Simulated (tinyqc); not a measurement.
Inside a calculation. Method: CCSD on RHF in the 6-31g basis, for H3+, spin multiplicity 1. One step of it, computed by the program tinyqc.

Task: CCSD: starting amplitudes. t_ij^ab = <ij||ab> / (e_i + e_j - e_a - e_b), whose energy is MP2.

orbital energies (hartree): MO1 -1.114942, MO2 -0.213895, MO3 -0.213659, MO4 0.422796, MO5 0.711587, MO6 0.712013

Two-electron integrals over orbitals (pq|rs), unique and non-zero (hartree):
```
(11|11) 0.609067    (21|11) -0.000013   (21|21) 0.096616    (22|11) 0.458150
(22|21) 0.008140    (22|22) 0.429618    (31|11) 0.000068    (31|22) -0.043877
(31|31) 0.096563    (32|21) -0.043913   (32|22) -0.000006   (32|31) -0.008132
(32|32) 0.035816    (33|11) 0.458100    (33|21) -0.008139   (33|22) 0.357996
(33|31) 0.043874    (33|32) 0.000006    (33|33) 0.429505    (41|11) 0.124040
(41|21) -0.000006   (41|22) 0.058564    (41|31) 0.000035    (41|33) 0.058538
(41|41) 0.065585    (42|11) -0.000009   (42|21) -0.002398   (42|22) -0.000449
(42|32) 0.002403    (42|33) 0.000442    (42|41) -0.000007   (42|42) 0.032544
(43|11) 0.000047    (43|22) 0.002430    (43|31) -0.002442   (43|32) 0.000447
(43|33) -0.002396   (43|41) 0.000035    (43|43) 0.032569    (44|11) 0.453911
(44|21) -0.000015   (44|22) 0.374985    (44|31) 0.000081    (44|32) 8.62e-09
(44|33) 0.375004    (44|41) 0.064667    (44|42) -2.52e-06   (44|43) 0.000014
(44|44) 0.378887    (51|11) 4.34e-06    (51|21) -0.073552   (51|22) -0.006523
(51|31) 8.49e-07    (51|32) 0.035170    (51|33) 0.006515    (51|41) 4.87e-06
(51|42) -0.029253   (51|43) 3.36e-07    (51|44) 0.000007    (51|51) 0.088833
(52|11) -0.144584   (52|21) -0.006358   (52|22) -0.091408   (52|31) 0.034278
(52|32) 2.23e-06    (52|33) -0.064819   (52|41) -0.063545   (52|42) -0.002486
(52|43) 0.013392    (52|44) -0.079252   (52|51) 0.007523    (52|52) 0.096176
(53|11) 1.67e-06    (53|21) 0.034285    (53|22) 2.83e-06    (53|31) 0.006351
(53|32) -0.013266   (53|33) -1.02e-06   (53|41) 7.31e-07    (53|42) 0.013417
(53|43) 0.002484    (53|44) 9.12e-07    (53|51) -0.040538   (53|52) -0.000005
(53|53) 0.024500    (54|11) 0.000010    (54|21) -0.085750   (54|22) -0.007448
(54|31) 9.85e-07    (54|32) 0.040173    (54|33) 0.007445    (54|41) 0.000006
(54|42) -0.002028   (54|43) 2.29e-08    (54|44) 0.000014    (54|51) 0.073996
(54|52) 0.006388    (54|53) -0.034432   (54|54) 0.090421    (55|11) 0.537238
(55|21) 0.012622    (55|22) 0.462168    (55|31) -0.067982   (55|32) -0.000012
(55|33) 0.382836    (55|41) 0.111112    (55|42) 0.002730    (55|43) -0.014701
(55|44) 0.419952    (55|51) -0.013307   (55|52) -0.159700   (55|53) 0.000011
(55|54) -0.013253   (55|55) 0.573839    (61|11) -0.000023   (61|21) -8.55e-07
(61|22) 0.035199    (61|31) -0.073554   (61|32) 0.006521    (61|33) -0.035154
(61|41) -0.000026   (61|42) -3.41e-07   (61|43) -0.029238   (61|44) -0.000039
(61|52) -0.040576   (61|53) -0.007513   (61|54) 7.61e-09    (61|55) 0.071732
(61|61) 0.088892    (62|11) -1.68e-06   (62|21) 0.034343    (62|22) 1.02e-06
(62|31) 0.006361    (62|32) -0.013299   (62|33) -2.83e-06   (62|41) -7.41e-07
(62|42) 0.013427    (62|43) 0.002486    (62|44) -9.23e-07   (62|51) -0.040594
(62|52) -3.40e-06   (62|53) 0.023052    (62|54) -0.034488   (62|55) 0.000008
(62|61) -0.007524   (62|62) 0.024552    (63|11) -0.144594   (63|21) 0.006363
(63|22) -0.064842   (63|31) -0.034301   (63|32) -2.23e-06   (63|33) -0.091341
(63|41) -0.063560   (63|42) 0.002490    (63|43) -0.013416   (63|44) -0.079279
(63|51) -0.007517   (63|52) 0.048620    (63|53) 3.40e-06    (63|54) -0.006389
(63|55) -0.095297   (63|61) 0.040541    (63|62) 0.000005    (63|63) 0.096133
(64|11) -0.000053   (64|21) -1.00e-06   (64|22) 0.040171    (64|31) -0.085741
(64|32) 0.007445    (64|33) -0.040155   (64|41) -0.000032   (64|42) -2.39e-08
(64|43) -0.002010   (64|44) -0.000073   (64|51) 7.61e-09    (64|52) -0.034459
(64|53) -0.006383   (64|54) 1.37e-08    (64|55) 0.071428    (64|61) 0.074057
(64|62) -0.006394   (64|63) 0.034465    (64|64) 0.090468    (65|11) 6.68e-09
(65|21) -0.068098   (65|22) -0.000010   (65|31) -0.012604   (65|32) 0.039677
(65|33) 0.000010    (65|41) 8.34e-09    (65|42) -0.014766   (65|43) -0.002732
(65|44) 1.83e-08    (65|51) 0.071754    (65|52) 0.000009    (65|53) -0.032207
(65|54) 0.071481    (65|55) -0.000027   (65|61) 0.013293    (65|62) -0.032261
(65|63) -0.000009   (65|64) 0.013241    (65|65) 0.069259    (66|11) 0.537408
(66|21) -0.012625   (66|22) 0.382970    (66|31) 0.067997    (66|32) 0.000012
(66|33) 0.462110    (66|41) 0.111205    (66|42) -0.002744   (66|43) 0.014774
(66|44) 0.420111    (66|51) 0.013297    (66|52) -0.095371   (66|53) -0.000008
(66|54) 0.013251    (66|55) 0.435673    (66|61) -0.071678   (66|62) -0.000011
(66|63) -0.159708   (66|64) -0.071415   (66|65) 0.000027    (66|66) 0.573971
```

Give: Starting amplitudes; correlation energy.

Result:

Starting amplitudes (spin orbitals 1a, 1b, ...; amplitudes related by a flip of all spins are not repeated):

| from | to | t |
|---|---|---|
| 1a 1b | 2a 2b | -0.054 |
| 1a 1b | 3a 3b | -0.054 |
| 1a 1b | 2a 5b | 0.027 |
| 1a 1b | 3a 6b | 0.027 |
| 1a 1b | 6a 6b | -0.024 |
| 1a 1b | 5a 5b | -0.024 |
| 1a 1b | 4a 4b | -0.021 |
| 1a 1b | 3a 4b | -1.44e-05 |
| 1a 1b | 4a 6b | 7.82e-06 |
| 1a 1b | 2a 4b | 2.66e-06 |
| 1a 1b | 4a 5b | -1.45e-06 |
| 1a 1b | 2a 6b | 3.13e-07 |
| 1a 1b | 3a 5b | -3.11e-07 |

correlation energy = -0.02401 hartree
